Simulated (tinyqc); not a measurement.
Inside a calculation. Method: CCSD on RHF in the sto-3g basis, for H3+, spin multiplicity 1. Computed by tinyqc, a small Python program that keeps every step (integrals from PySCF). Settings: charge = 1, multiplicity = 1, basis = sto-3g, method = RHF, energy threshold = 1e-10, iteration cap = 67, orthogonalisation = canonical, start = core, DIIS depth = 6, amplitude equations = CCSD, DIIS depth for amplitudes = 6, cap on updates = 74. Command: `OMP_NUM_THREADS=1 python tinyqc.py 30870 30871 out.jsonl` (the two numbers bound the seeds that draw the settings). One thread of a shared host (Intel(R) Xeon(R) Processor @ 2.60GHz), about 0.1 s of CPU time with the checks. The early iterations of the SCF are left out here.

## One-electron integrals

Geometry (angstrom):
```
atom         x         y          z
H     0.000000  0.000000   0.000000
H     0.000000  0.000000   0.909000
H     0.000000  0.336000  -0.845000
```

Basis sto-3g: exponents (1/bohr^2) and contraction coefficients of normalised primitives:
```
element  l (shell)  exponent  coefficient
H            s (1)  3.425251     0.154329
H            s (1)  0.623914     0.535328
H            s (1)  0.168855     0.444635
```

Overlap, kinetic and nuclear-attraction integrals over the contracted functions; the nuclear repulsion is the sum of Za Zb / Rab.

nuclear repulsion = 1.46039064 hartree

overlap S:
```
          1H 1s     2H 1s     3H 1s
1H 1s  1.000000  0.551589  0.551370
2H 1s  0.551589  1.000000  0.167723
3H 1s  0.551370  0.167723  1.000000
```

kinetic energy T (hartree):
```
          1H 1s      2H 1s      3H 1s
1H 1s  0.760032   0.148606   0.148448
2H 1s  0.148606   0.760032  -0.005752
3H 1s  0.148448  -0.005752   0.760032
```

nuclear attraction V (hartree):
```
           1H 1s      2H 1s      3H 1s
1H 1s  -2.339599  -1.140554  -1.139978
2H 1s  -1.140554  -2.079179  -0.321003
3H 1s  -1.139978  -0.321003  -2.078999
```

core Hamiltonian H = T + V (hartree):
```
           1H 1s      2H 1s      3H 1s
1H 1s  -1.579567  -0.991948  -0.991530
2H 1s  -0.991948  -1.319147  -0.326755
3H 1s  -0.991530  -0.326755  -1.318967
```

## Two-electron integrals

Functions are numbered as in S; the eight-fold symmetry (ij|kl) = (ji|kl) = (kl|ij) leaves the list below.

Two-electron integrals (ij|kl) in chemists' order, unique and non-zero (hartree):
```
(11|11) 0.774606   (21|11) 0.353349   (21|21) 0.199376   (22|11) 0.508661
(22|21) 0.353349   (22|22) 0.774606   (31|11) 0.353172   (31|21) 0.151313
(31|22) 0.211230   (31|31) 0.199200   (32|11) 0.101201   (32|21) 0.051086
(32|22) 0.083125   (32|31) 0.051066   (32|32) 0.015058   (33|11) 0.508539
(33|21) 0.211290   (33|22) 0.294127   (33|31) 0.353172   (33|32) 0.083125
(33|33) 0.774606
```

## Orthogonalisation

S = U s U^T; canonical form X = U s^(-1/2), so that X^T S X = 1. Each column of U has its largest component positive (the first on a tie).

eigenvalues of S: 0.299456  0.832277  1.868267

X:
```
               1          2         3
1H 1s   1.359487  -0.000103  0.488892
2H 1s  -0.863756  -0.774919  0.384915
3H 1s  -0.863199   0.775257  0.384812
```

## Starting guess

The start is the orbitals of the core Hamiltonian; D = 2 C_occ C_occ^T.

D at the start:
```
          1H 1s     2H 1s     3H 1s
1H 1s  1.007044  0.333488  0.333163
2H 1s  0.333488  0.110436  0.110329
3H 1s  0.333163  0.110329  0.110221
```

## Iteration 5 (converged): orbitals

converged F (hartree):
```
           1H 1s      2H 1s      3H 1s
1H 1s  -0.868486  -0.719387  -0.719136
2H 1s  -0.719387  -0.610918  -0.340647
3H 1s  -0.719136  -0.340647  -0.610786
```

Diagonalise F' = X^T F X, C = X C', fill 1 alpha and 1 beta electrons from the bottom; D = 2 C_occ C_occ^T. Each column has its largest component positive (the first on a tie).

F' = X^T F X (hartree):
```
           1          2          3
1   0.353322   0.000001  -0.090217
2   0.000001  -0.324658   0.000014
3  -0.090217   0.000014  -1.030789
```

orbital energies (hartree): MO1 -1.036645, MO2 -0.324658, MO3 0.359178

coefficients C:
```
            MO1        MO2        MO3
1H 1s  0.575919  -0.000092   1.324967
2H 1s  0.328177  -0.774912  -0.886874
3H 1s  0.328079   0.775264  -0.886311
```

D after iteration 5:
```
          1H 1s     2H 1s     3H 1s
1H 1s  0.663366  0.378007  0.377894
2H 1s  0.378007  0.215400  0.215336
3H 1s  0.377894  0.215336  0.215272
```

## Convergence

Stop when the energy changes by less than 1e-10 hartree and every element of the error matrix X^T (F D S - S D F) X is below 3e-06.

Course of the cycle:
```
iteration  E (hartree)     change  largest element of the error matrix
1          -1.17879554          -                             2.44e-01
2          -1.20371017  -2.49e-02                             3.52e-02
3          -1.20422863  -5.18e-04                             6.26e-05
4          -1.20422863  -1.64e-09                             1.04e-06
5          -1.20422863  -3.07e-13                             5.87e-07
```

PySCF RHF in the same basis = -1.20422863 hartree

Converged in 5 iterations.

## Populations, bond orders and dipole

Mulliken: Z minus the diagonal of D S on the atom; Loewdin: the same with S^(1/2) D S^(1/2); Mayer order: 2 sum_s sum (D(s) S)_ij (D(s) S)_ji over the two atoms.

Charges (e):
```
atom   Mulliken    Loewdin
1H    -0.080230  -0.022513
2H     0.539979   0.511109
3H     0.540251   0.511404
```

Mayer bond orders:
```
pair     order
2-1   0.496929
3-1   0.496634
3-2   0.211494
```

dipole moment about the origin, x y z (debye): 0.000000  0.871899  0.164887

## Integrals over molecular orbitals

(pq|rs) = sum C_ip C_jq C_kr C_ls (ij|kl), one index at a time.

one-electron integrals over orbitals h = C^T H C (hartree):
```
           1          2          3
1  -1.627975   0.000060  -0.097301
2   0.000060  -1.192274  -0.000046
3  -0.097301  -0.000046  -0.700353
```

Two-electron integrals over orbitals (pq|rs), unique and non-zero (hartree):
```
(11|11) 0.591330    (21|11) -0.000060   (21|21) 0.145762    (22|11) 0.506689
(22|21) 0.000083    (22|22) 0.553172    (31|11) 0.097301    (31|21) 0.000021
(31|22) -0.031652   (31|31) 0.132928    (32|11) 0.000033    (32|21) -0.136902
(32|22) -0.000087   (32|31) -0.000047   (32|32) 0.154136    (33|11) 0.596229
(33|21) -0.000086   (33|22) 0.535053    (33|31) 0.087774    (33|32) 0.000068
(33|33) 0.639663
```

## CCSD: starting amplitudes

t_ij^ab = <ij||ab> / (e_i + e_j - e_a - e_b), whose energy is MP2.

Starting amplitudes (spin orbitals 1a, 1b, ...; amplitudes related by a flip of all spins are not repeated):
```
from      to          t
1a 1b  2a 2b  -0.102363
1a 1b  3a 3b  -0.047616
1a 1b  2a 3b  -0.000010
```

correlation energy = -0.02125007 hartree

## CCSD: amplitude update 1

t_i^a D_i^a and t_ij^ab D_ij^ab are set to the remaining terms of the spin-orbital equations, evaluated with the old amplitudes; for the doubles these are <ij||ab> + 1/2 <ab||ef> t_ij^ef + 1/2 <mn||ij> t_mn^ab + P(ij)P(ab) <mb||ej> t_im^ae + terms in t^2 + terms with t1, D the orbital-energy denominators.

Amplitudes after update 1 (spin orbitals 1a, 1b, ...; amplitudes related by a flip of all spins are not repeated):
```
from      to          t
1a 1b  2a 2b  -0.138146
1a 1b  3a 3b  -0.056750
1a        3a  -0.010365
1a 1b  2a 3b  -0.000019
1a        2a   0.000014
```

correlation energy = -0.02766566 hartree

## CCSD: amplitude update 2

As before.

Amplitudes after update 2 (spin orbitals 1a, 1b, ...; amplitudes related by a flip of all spins are not repeated):
```
from      to          t
1a 1b  2a 2b  -0.152850
1a 1b  3a 3b  -0.057685
1a        3a  -0.016184
1a 1b  2a 3b  -0.000022
1a        2a   0.000021
```

correlation energy = -0.02991272 hartree

## CCSD: convergence

E_corr = 1/4 sum <ij||ab> t_ij^ab + 1/2 sum <ij||ab> t_i^a t_j^b; stop when the norm of the change is below 1e-8.

Course of the amplitude iterations:
```
update  correlation energy (hartree)  norm of the change
0                        -0.02125007                   -
1                        -0.02766566            7.53e-02
2                        -0.02991272            3.06e-02
3                        -0.03150740            1.38e-02
4                        -0.03150852            1.09e-03
5                        -0.03150497            3.97e-05
6                        -0.03150432            3.35e-06
7                        -0.03150462            3.07e-06
8                        -0.03150463            9.29e-08
9                        -0.03150463            2.38e-09
```

Converged amplitudes (spin orbitals 1a, 1b, ...; amplitudes related by a flip of all spins are not repeated):
```
from      to          t
1a 1b  2a 2b  -0.165311
1a 1b  3a 3b  -0.056180
1a        3a  -0.021115
1a        2a   0.000028
1a 1b  2a 3b  -0.000023
```

CCSD total energy = -1.23573325 hartree

T1 diagnostic, norm of the one-spin t1 over sqrt(correlated electrons) = 0.014931

Converged in 9 updates, with DIIS from the third.
